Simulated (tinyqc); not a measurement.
Traps spread exponentially in energy.

For traps of total density Nt spread as exp(-E/kB Tc) below the band edge, with l = Tc/T: J = q mu Nc [eps0 eps_r l/(q Nt (l + 1))]^l [(2 l + 1)/(l + 1)]^(l + 1) V^(l + 1)/L^(2 l + 1). It needs trapped charge far above free charge, so only rows below a fifth of the trap-free current (9/8) eps0 eps_r mu V^2/L^3 are listed.

Parameters, values chosen for the exercise: relative permittivity eps_r = 4.2; mobility mu = 0.00026 cm^2/(V s); thickness L = 560 nm; band density of states Nc = 1.9e19 cm^-3; trap density Nt = 1.1e17 cm^-3; voltage V = 5 V.

Constants: q = 1.602176634e-19 C, eps0 = 8.8541878128e-14 F/cm where lengths are in cm. Results are converted to the units shown.

Results:
```
l,exponent of V,exponent of 1/L,J (A/cm^2)
4,5.000,9.000,7.006e-4
5.7,6.700,12.40,6.975e-6
6.5,7.500,14.00,7.999e-7
7.3,8.300,15.60,9.185e-8
8.2,9.200,17.40,8.056e-9
9,10.00,19.00,9.267e-10
```

Estimate the missing row, l = 4.8.

Computed row:
```
l,exponent of V,exponent of 1/L,J (A/cm^2)
4.8,5.800,10.60,7.992e-5
```

With this row back in the table: J falls from 7.01e-4 to 9.27e-10 A/cm^2 at V = 5 V, well below q Nt L^2/(2 eps0 eps_r) = 74.3 V, near which the curves for different l come together. A slope above 2 on a log-log plot gives l, and its change with temperature tests the model.

Numbers from tinyqc (`OMP_NUM_THREADS=1 python tinyqc.py 2370014 2370015 out.jsonl`; about 0.01 s on one thread of a shared Intel Xeon 2.30GHz).
